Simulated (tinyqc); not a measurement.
# Elastic strain and critical thickness of a cubic alloy layer A(1-x)B(x) on a thick substrate, step by step

A worked calculation. Computed by tinyqc, a small Python program that keeps every step. Command: `OMP_NUM_THREADS=1 python tinyqc.py 3031306 3031307 out.jsonl misfit walk`. One thread of a shared host (Intel(R) Xeon(R) Processor @ 2.30GHz), about 0.01 s of CPU time with the checks. Intermediate numbers are printed to about 6 digits and carried at full precision; extremes and crossings named in words are read from the listed rows.

Strain is positive in tension. The layer is coherent with the substrate unless said otherwise.

Inputs (values chosen for the exercise, modelled on Ga(1-x)In(x)As on GaAs):
```
quantity                                 value        unit
fraction x of B                           0.38           -
lattice constant a_A                     5.653    angstrom
lattice constant a_B                     6.058    angstrom
substrate lattice constant a_S           5.653    angstrom
layer thickness h                          200          nm
biaxial modulus of the substrate M_S       131         GPa
substrate thickness t_S                    200  micrometre
wafer diameter W                            50          mm
X-ray wavelength                      1.540593    angstrom
start of the iteration h0/b                100           -
```

Growth plane: (001). Layer: uncapped. Misfit dislocation: 60-degree.

C11, C12, C44 of A (GPa): 119.4  54.26  59.59

C11, C12, C44 of B (GPa): 83.27  46.1  38.93

## Alloy by Vegard's rule, and misfit

a = (1 - x) a_A + x a_B, the same rule for each C_ij; misfit f = (a_S - a)/a, the in-plane strain of the coherent layer.

free lattice constant a = 5.8069 angstrom

elastic constants (GPa): C11 105.6706, C12 51.1592, C44 51.7392

misfit f = -0.0265030

The layer is compressed in the plane by 2.65 %.

## Biaxial strain, stress and energy

(001): D = 2 C12/C11, M = C11 + C12 - 2 C12^2/C11. The free surface carries no normal stress, so e_perp = -D f; dV/V = 2 f + e_perp; stress = M f; energy per area = M f^2 h (1 GPa nm = 1 J/m^2).

ratio D = 0.968277

normal strain e_perp = 0.0256622

volume strain dV/V = -0.0273437

biaxial modulus M = 107.294 GPa

in-plane stress = -2.84360 GPa

strain energy per area = 15.0727 J/m^2

Caution: above about 2 % misfit, linear elasticity is rough and compressed layers tend to form islands before dislocations.

## Symmetric X-ray reflection

Reflection 004: d = a_perp/sqrt(16), with a_perp = a (1 + e_perp) for the coherent layer, a for the relaxed layer and a_S for the substrate; sin(theta) = lambda/(2 d).

Bragg angles:
```
crystal         a_perp (angstrom)  theta (degrees)  from substrate (arcsec)
substrate                 5.65300          33.0283                     0.00
coherent layer            5.95592          31.1534                 -6749.48
relaxed layer             5.80690          32.0465                 -3534.40
```

peak separation of the coherent layer = -6749.48 arcsec

The coherent layer lies 1.91 times as far from the substrate peak as a relaxed one, about 1 + D = 1.97: reading its peak as relaxed would overstate the mismatch by that factor.

## Isotropic constants and the prefactor A

Voigt averages: G = (C11 - C12 + 3 C44)/5, B = (C11 + 2 C12)/3, nu = (3 B - 2 G)/(2 (3 B + G)); b = a/sqrt(2). The 60-degree dislocation has cos alpha = 1/2, and cos lambda = 1/2 on (001). Matthews-Blakeslee: h_c = A [ln(h_c/b) + 1], A = b (1 - nu cos^2 alpha)/(8 pi |f| (1 + nu) cos lambda), the factor 8 pi being that of an uncapped layer.

shear modulus G = 41.9458 GPa

Poisson ratio nu = 0.248260

Burgers vector b = 0.410610 nm

prefactor A = 0.926388 nm

## Critical thickness by fixed-point iteration

Start at h0, put the right side back in, and stop when the change is below 1e-9 h or h turns negative.

Iteration:
```
step  h in (nm)  h out (nm)   change (nm)
1       41.0610     5.19256  -3.58684e+01
2        5.1926     3.27695  -1.91561e+00
3        3.2770     2.85052  -4.26430e-01
4        2.8505     2.72137  -1.29149e-01
5        2.7214     2.67842  -4.29527e-02
6        2.6784     2.66368  -1.47383e-02
7        2.6637     2.65857  -5.11162e-03
...         ...         ...           ...
15       2.6558     2.65584  -1.11678e-06
16       2.6558     2.65584  -3.89546e-07
17       2.6558     2.65584  -1.35878e-07
18       2.6558     2.65584  -4.73960e-08
19       2.6558     2.65584  -1.65323e-08
20       2.6558     2.65584  -5.76667e-09
21       2.6558     2.65584  -2.01149e-09
```

critical thickness h_c (Matthews-Blakeslee) = 2.65584 nm

Converged; near the root each step shrinks the error by A/h_c = 0.349. h_c is 6.5 Burgers vectors. Caution: a critical thickness of a few Burgers vectors is outside continuum elasticity and hangs on the core term.

## Equilibrium strain at the thickness h

For h > h_c the same force balance gives the strain left, |e| = |f| A [ln(h/b) + 1]/h, and below h_c e = f; relaxation = 1 - e/f; dislocations per length across each line direction = (|f| - |e|)/(b cos lambda).

strain left e = -8.82453e-04

relaxation = 96.6704 %

dislocation line density = 124.792 1/micrometre

h is 75.31 h_c: in equilibrium dislocations lie 8.01 nm apart; slow nucleation and glide can keep a real layer more strained.

## Wafer curvature of the coherent layer

Stoney: curvature = 6 |stress| h/(M_S t_S^2); radius = 1/curvature; bow = curvature W^2/8.

curvature = 0.651205 1/m

radius of curvature = 1.53561 m

bow = 203.502 micrometre

Caution: the curvature assumes a coherent layer, but h exceeds h_c. Caution: a bow above a fifth of the wafer thickness is beyond Stoney's small-deflection limit.

## Force balance against energy balance

People-Bean: h_c = P ln(h_c/b), P = (1 - nu)/(1 + nu) b^2/(16 pi sqrt(2) a f^2). The misfit is scaled by 0.25, 0.4, 0.6, 1, 1.5, 2.2 at fixed a, b and nu; the upper root is taken, and rows with A < 1.3 b or P < 3 b, where the roots shrink to the core size or vanish, are left out.

Critical thickness:
```
|f| (%)  Matthews-Blakeslee (nm)  People-Bean (nm)    ratio
0.66257                  17.6393           383.169  21.7224
1.06012                   9.6206           125.192  13.0130
1.59018                   5.5699            45.875   8.2363
2.65030                   2.6558            11.743   4.4217
3.97544                   1.3549             3.192   2.3556
```

The exponents d ln h_c/d ln f are -1.29 and -2.38 between the first rows, steeper than the -1 and -2 of the prefactors because of the logarithm. The ratio falls from 21.7 to 2.36 as the misfit grows. Where People-Bean lies above, a layer between the lines is metastable: dislocations would lower the energy but have to be nucleated. Above about 2 % misfit islands may come first.

Checks made by the program: D and M against the full stiffness tensor (relative difference below 1e-10); h_c against the Lambert function, -A W_(-1)(-b/(A e)) (relative difference 4e-10).
